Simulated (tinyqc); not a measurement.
# Bloch-Grueneisen resistivity of a metal, step by step

A worked calculation. Computed by tinyqc, a small Python program that keeps every step. Command: `OMP_NUM_THREADS=1 python tinyqc.py 3015844 3015845 out.jsonl bg walk`. One thread of a shared host (Intel(R) Xeon(R) Processor @ 2.30GHz), about 0.01 s of CPU time with the checks. Intermediate numbers are printed to about 6 digits and carried at full precision; extremes and crossings named in words are read from the listed rows.

Electrons scatter from a Debye spectrum of phonons (n = 5 for scattering within one band, n = 3 for scattering into a second, heavy band) and from static defects.

Inputs (values chosen for the exercise, modelled on iridium): exponent n = 3; Debye temperature Theta = 305 K; transport coupling lambda_tr = 0.36; Drude plasma energy hbar w_p = 9.1 eV; residual resistivity rho_0 = 1.4 microohm cm; temperature T = 120 K.

Addition: none.

Constants: k_B = 1.380649e-23 J/K; hbar = 1.054571817e-34 J s; eps_0 = 8.8541878128e-12 F/m; hbar = 6.582119569e-16 eV s; k_B = 8.617333262e-05 eV/K.

## Scale of the phonon resistivity

rho_ph = (n - 1) rho_1 (T/Theta)^n J_n(Theta/T), with rho_1 = 2 pi lambda_tr k_B Theta/(hbar eps_0 w_p^2), the high-temperature line at T = Theta.

rho_1 = 5.33690 microohm cm

## The integral and the phonon part

J_n(y) = int_0^y x^n e^x/(e^x - 1)^2 dx, by 96 Gauss-Legendre points (upper limit at most 60).

Theta/T = 2.54167

J_n = 2.51737

phonon resistivity rho_ph = 1.63648 microohm cm

This is 77.9 % of the straight line rho_1 T/Theta.

## Total resistivity and derived numbers

Matthiessen's rule: rho = rho_0 + rho_ph. Temperature coefficient (1/rho) d rho/dT by a central difference of +/- 0.5 K; residual ratio rho(295 K)/rho(4.2 K); scattering time tau = 1/(eps_0 w_p^2 rho); Wiedemann-Franz kappa = L_0 T/rho, L_0 = (pi^2/3)(k_B/e)^2.

resistivity rho = 3.03648 microohm cm

temperature coefficient = 6.56656 1e-3/K

residual resistance ratio = 4.52789

scattering time = 19.4594 fs

Wiedemann-Franz conductivity = 96.5462 W/(m K)

The coefficient is 0.788 times 1/T; the temperature-independent part dilutes it. Caution: below about Theta/2 small-angle phonon scattering degrades heat flow more than charge flow, so a thermal conductivity taken from rho by the Wiedemann-Franz law would be too high.

## Limits of the phonon part

Low T: (n - 1) n! zeta(n) rho_1 (T/Theta)^n. High T: rho_1 (T/Theta) [1 - (n - 1)/(12 (n + 1)) (Theta/T)^2].

Resistivities (microohm cm):
```
T (K)       rho_ph    low-T law  straight line  line with correction  total rho
9.2    2.11281e-03  2.11281e-03         0.1610                     -     1.4021
15.0   9.15733e-03  9.15735e-03         0.2625                     -     1.4092
24.0   3.74673e-02  3.75085e-02         0.4200                     -     1.4375
37.0   1.33328e-01  1.37436e-01         0.6474                     -     1.5333
61.0   4.79415e-01  6.15865e-01         1.0674                     -     1.8794
110.0  1.43650e+00  3.61139e+00         1.9248                1.3082     2.8365
150.0  2.22800e+00  9.15735e+00         2.6247                2.1726     3.6280
240.0  3.93145e+00  3.75085e+01         4.1995                3.9169     5.3314
370.0  6.29504e+00  1.37436e+02         6.4743                6.2910     7.6950
610.0  1.05635e+01  6.15865e+02        10.6738               10.5626    11.9635
```

The low-T law holds to 10 % up to 37 K, the straight line from 240 K on. The local exponent of rho_ph falls from 3.00 to 1.04. Phonons overtake the residual resistivity between 61.0 and 110 K.

Checks made by the program: J_n at large argument against n! zeta(n) (relative difference below 1e-10).
